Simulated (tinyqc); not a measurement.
Extended Hueckel theory, for H4, step by step. Computed by tinyqc, a small Python program that keeps every step (integrals from PySCF). Settings: charge = 0, K = 1.75, weighted = 1, multiplicity = 1. Command: `OMP_NUM_THREADS=1 python tinyqc.py 21443 21444 out.jsonl` (the two numbers bound the seeds that draw the settings). One thread of a shared host (Intel(R) Xeon(R) Processor @ 2.60GHz), about 0.01 s of CPU time with the checks.

## Overlaps

Geometry (angstrom):

| atom | x | y | z |
|---|---|---|---|
| H | 0.0000 | 0.0000 | 0.0000 |
| H | 0.0000 | 0.0000 | 0.9580 |
| H | 0.0000 | 0.0000 | 1.7710 |
| H | 0.0000 | 0.0000 | 2.7280 |

Parameters chosen for this run:

| element | shell | Slater exponent | H_ii (eV) |
|---|---|---|---|
| H | 1s | 1.3000 | -13.6000 |

Slater orbitals, each expanded in six Gaussians scaled to its exponent.

overlap S, lower triangle:
```
        1H 1s   2H 1s   3H 1s   4H 1s
1H 1s  1.0000
2H 1s  0.4942  1.0000
3H 1s  0.1504  0.5872  1.0000
4H 1s  0.0279  0.1506  0.4948  1.0000
```

## Wolfsberg-Helmholz matrix

diagonal H_ii (eV): 1H 1s -13.6000, 2H 1s -13.6000, 3H 1s -13.6000, 4H 1s -13.6000

K = 1.7500

H_ij = K' S_ij (H_ii + H_jj)/2 for i != j (the diagonal keeps H_ii), with K' = K + D^2 + D^4 (1 - K), D = (H_ii - H_jj)/(H_ii + H_jj), K = 1.75.

H (eV), lower triangle:
```
          1H 1s     2H 1s     3H 1s     4H 1s
1H 1s  -13.6000
2H 1s  -11.7615  -13.6000
3H 1s   -3.5792  -13.9753  -13.6000
4H 1s   -0.6633   -3.5851  -11.7761  -13.6000
```

## Orbitals

valence electrons = 4

Solve H C = S C e through S^(-1/2); fill by pairs from the bottom, a degenerate level sharing its electrons equally; each orbital has its largest coefficient positive (the first on a tie).

orbital energies (eV): -18.7268  -14.8194  -6.9271  17.1400

occupations: 2.0000  2.0000  0.0000  0.0000

coefficients:
```
          MO1      MO2      MO3      MO4
1H 1s  0.2734   0.5994   0.7603   0.6079
2H 1s  0.4168   0.2852  -0.4997  -1.2787
3H 1s  0.4170  -0.2849  -0.4984   1.2798
4H 1s  0.2738  -0.5988   0.7603  -0.6094
```

sum of one-electron energies = -67.0924 eV

## Mulliken analysis

P = C n C^T; charge = valence electrons (H 1) minus the sum of (P S)_ii on the atom; overlap population = 2 sum P_ij S_ij between two atoms.

charges: 1H -0.1169, 2H 0.1166, 3H 0.1164, 4H -0.1161

Overlap populations:

| pair | value |
|---|---|
| 2-1 | 0.563235 |
| 3-1 | -0.034153 |
| 3-2 | 0.217386 |
| 4-1 | -0.031672 |
| 4-2 | -0.034125 |
| 4-3 | 0.563680 |
